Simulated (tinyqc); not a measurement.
# Threshold of a short bulk MOSFET: charge sharing, barrier lowering, narrow width: two studies

n-channel device on a p-type body, depletion approximation, full ionisation. Uniform doping N = Na. Vbi from Boltzmann statistics is rough for the degenerate source. Cox = eps0 eox/tox.

Inputs (values chosen for the exercise); band and dielectric values close to those of silicon:
- T = 400 K (temperature)
- Eg = 1.14 eV (band gap)
- eps_r = 11.7 (relative permittivity)
- Nc = 4.22e19 cm^-3 (conduction-band density of states at T)
- Nv = 4.13e19 cm^-3 (valence-band density of states at T)
- eox = 25.6 (relative permittivity of the gate insulator (close to zirconium oxide))
- tox = 27 nm (insulator thickness)
- Na = 6e16 cm^-3 (channel doping)
- Nsd = 1e20 cm^-3 (source and drain doping)
- Vfb = -0.83 V (flat-band voltage for the doping Na)
- xj = 16 nm (junction depth)
- Vbs = 0 V (body-source voltage)
- Vds = 0.5 V (drain-source voltage)
- W = 490 nm (gate width)
- xw = 0 (shape factor of the fringing depletion at the width edges)
- L = 320 nm (channel length)

Constants: q = 1.602176634e-19 C, kB = 1.380649e-23 J/K, Vt = kB T/q, eps0 = 8.8541878128e-14 F/cm where lengths are in cm. Results are converted to the units shown.

Each table varies one quantity; the others keep the values above.

## Threshold roll-off against channel length

ni = sqrt(Nc Nv) exp(-Eg/(2 Vt)), Eg in volts; 2 pB = 2 Vt ln(N/ni); flat band Vfb - Vt ln(N/Na); Wd = sqrt(2 eps0 eps_r (2 pB - Vbs)/(q N)); body term q N Wd/Cox; long-channel VT0 = flat band + 2 pB + body term; Vbi = Vt ln(N Nsd/ni^2); scale length l = sqrt((eps_r/eox) tox Wd). Charge sharing (trapezoid; it ignores Vds): F = (xj/L)(sqrt(1 + 2 Wd/xj) - 1), lowering = body term times F. Barrier lowering: th = exp(-L/(2 l)) + 2 exp(-L/l), lowering = th [2 (Vbi - 2 pB) + Vds], DIBL = th. Narrow width: rise = body term times xw Wd/W. VT by each model = VT0 - lowering + rise. DIBL under 0.001 mV/V is printed as 0.

The same in every row: N (cm^-3) = 6.0000e16; VT0 (V) = -0.0016884.

Result of one run:

| L (nm) | L/l | F | DIBL (mV/V) | VT, charge sharing (V) | VT, barrier lowering (V) |
|---|---|---|---|---|---|
| 2300 | 59.316 | 0.021069 | 0 | -0.0046280 | -0.0016884 |

What becomes of these results when the channel length L is changed from 2300 to 370 nm, all else the same?

Result of the changed run:

| L (nm) | L/l | F | DIBL (mV/V) | VT, charge sharing (V) | VT, barrier lowering (V) |
|---|---|---|---|---|---|
| 370 | 9.5422 | 0.13097 | 8.6145 | -0.019961 | -0.010401 |

The whole series:

| L (nm) | L/l | F | DIBL (mV/V) | VT, charge sharing (V) | VT, barrier lowering (V) |
|---|---|---|---|---|---|
| 120 | 3.0948 | 0.40382 | 303.37 | -0.058029 | -0.30853 |
| 180 | 4.6422 | 0.26922 | 117.44 | -0.039249 | -0.12047 |
| 260 | 6.7053 | 0.18638 | 37.440 | -0.027692 | -0.039556 |
| 370 | 9.5422 | 0.13097 | 8.6145 | -0.019961 | -0.010401 |
| 540 | 13.926 | 0.089738 | 0.94782 | -0.014209 | -0.0026471 |
| 770 | 19.858 | 0.062933 | 0.048742 | -0.010469 | -0.0017377 |
| 1100 | 28.369 | 0.044053 | 0 | -0.0078347 | -0.0016891 |
| 1600 | 41.264 | 0.030287 | 0 | -0.0059140 | -0.0016884 |
| 2300 | 59.316 | 0.021069 | 0 | -0.0046280 | -0.0016884 |

VT by barrier lowering rises from -0.309 to -0.00169 V and VT by charge sharing rises from -0.0580 to -0.00463 V. DIBL is under 100 mV/V from L = 260 nm on among the rows (th = 0.1 at L/l = 4.92). For L = 120 DIBL exceeds 250 mV/V, where the barrier formula is rough.

## Effect of the gate width

Same model as above.

Results:

| W (nm) | N (cm^-3) | VT0 (V) | L/l | F | DIBL (mV/V) | VT, charge sharing (V) | VT, barrier lowering (V) |
|---|---|---|---|---|---|---|---|
| 40 | 6.000e16 | -0.001688 | 8.253 | 0.1514 | 16.66 | -0.02282 | -0.01854 |
| 74 | 6.000e16 | -0.001688 | 8.253 | 0.1514 | 16.66 | -0.02282 | -0.01854 |
| 140 | 6.000e16 | -0.001688 | 8.253 | 0.1514 | 16.66 | -0.02282 | -0.01854 |
| 470 | 6.000e16 | -0.001688 | 8.253 | 0.1514 | 16.66 | -0.02282 | -0.01854 |
| 870 | 6.000e16 | -0.001688 | 8.253 | 0.1514 | 16.66 | -0.02282 | -0.01854 |
| 1600 | 6.000e16 | -0.001688 | 8.253 | 0.1514 | 16.66 | -0.02282 | -0.01854 |
| 3000 | 6.000e16 | -0.001688 | 8.253 | 0.1514 | 16.66 | -0.02282 | -0.01854 |

Estimate the missing row, W = 250 nm.

Computed row:

| W (nm) | N (cm^-3) | VT0 (V) | L/l | F | DIBL (mV/V) | VT, charge sharing (V) | VT, barrier lowering (V) |
|---|---|---|---|---|---|---|---|
| 250 | 6.000e16 | -0.001688 | 8.253 | 0.1514 | 16.66 | -0.02282 | -0.01854 |

With this row back in the table: As W goes from 40 to 3000, VT0 stays at -0.00169 V, DIBL stays at 16.7 mV/V, F stays at 0.151 and VT by barrier lowering stays at -0.0185 V. The width enters only through the rise xw Wd/W.

tinyqc, about 0.01 s, one thread, Intel Xeon 2.30GHz (shared host): `OMP_NUM_THREADS=1 python tinyqc.py 2002209 2002210 out.jsonl`
